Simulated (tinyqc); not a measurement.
# Junctionless gate-all-around wire, depletion approximation: effects of single changes

A uniformly doped n-type wire of radius R under a surrounding gate; long channel. Below flat band a shell from radius rc to R is fully depleted and the neutral core, at channel potential V (0 at the source, Vd at the drain), carries the current with constant mobility; s = (rc/R)^2 is the share of the cross-section that conducts. The edge of the depleted shell is taken as abrupt, so there is no subthreshold current.

Inputs (values chosen for the exercise); material values those of a made-up semiconductor: relative permittivity of the semiconductor eps_r = 12.4; relative permittivity of the gate insulator eox = 3.9; insulator thickness tox = 3 nm; wire radius R = 5 nm; donor density Nd = 6.1e18 cm^-3; flat-band voltage Vfb = 0.46 V; effective mobility in the wire mu = 41 cm^2/(V s); gate length L = 0.1 um; gate voltage Vg = 0.36 V.

Constants: q = 1.602176634e-19 C, eps0 = 8.8541878128e-14 F/cm where lengths are in cm. Results are converted to the units shown.

Each table varies one quantity; the others keep the values above.

## Output curve

Cox = eps0 eox/(R ln(1 + tox/R)); A = q Nd R^2/(4 eps0 eps_r); B = q Nd R/(2 Cox); VT = Vfb - A - B. s solves Vfb - Vg + V = A (1 - s + s ln s) + B (1 - s), and s = 0 where the left side exceeds A + B. I = (q mu Nd pi R^2/L)[g(s0) - g(sL)], g = A (s^2/4 - (s^2/2) ln s) + B s^2/2, with s0 at V = 0 and sL at V = Vd.

Results:
```
Vd (V),sL,I (uA),I/Vd (uS)
0.02,0.3670,0.02599,1.300
0.04,0.2798,0.04632,1.158
0.06,0.1985,0.06134,1.022
0.08,0.1240,0.07145,0.8931
0.12,0.003576,0.07895,0.6579
0.14,0,0.07896,0.5640
0.16,0,0.07896,0.4935
```

Estimate the missing row, Vd = 0.1 V.

Computed row:
```
Vd (V),sL,I (uA),I/Vd (uS)
0.1,0.05756,0.07712,0.7712
```

With this row back in the table: The current rises from 0.0260 to 0.0790 uA; the conducting share at the drain falls from 0.367 to 0. The core closes at Vd = Vg - VT = 0.122 V, and the current is constant beyond. In every row the core at the source is under two Debye lengths (at 300 K) in radius, so the abrupt edge fails.

## Effect of the wire radius on the threshold

Same model as above.

The flat-band conductance is G0 = q mu Nd pi R^2/L.

Effect of the wire radius on the threshold:
```
R (nm),Cox (uF/cm^2),A (V),B (V),VT (V),G0 (uS)
1.7,1.997,0.006431,0.04159,0.4120,0.3638
2.2,1.825,0.01077,0.05892,0.3903,0.6093
3,1.661,0.02003,0.08828,0.3517,1.133
4.1,1.534,0.03741,0.1306,0.2920,2.116
5.5,1.442,0.06732,0.1863,0.2063,3.808
7.4,1.371,0.1219,0.2637,0.07441,6.893
10,1.316,0.2225,0.3713,-0.1338,12.59
```

What does the comparison show?

As R goes from 1.7 to 10 nm, VT falls from 0.412 to -0.134 V and G0 rises from 0.364 to 12.6 uS. A + B goes on average as R^(1.42). The device is normally off (VT > 0) in 6 of the 7 rows. More conductance costs threshold voltage: the same dopants that conduct must be depleted. For R = 1.7 to 3 nm the radius is under two Debye lengths (at 300 K), so the depletion picture is rough. For R = 1.7 to 2.2 nm quantum confinement, left out here, matters.

Computed by the program tinyqc: `OMP_NUM_THREADS=1 python tinyqc.py 2460145 2460146 out.jsonl`, one thread of a shared Intel Xeon 2.30GHz, about 0.01 s for the whole run.
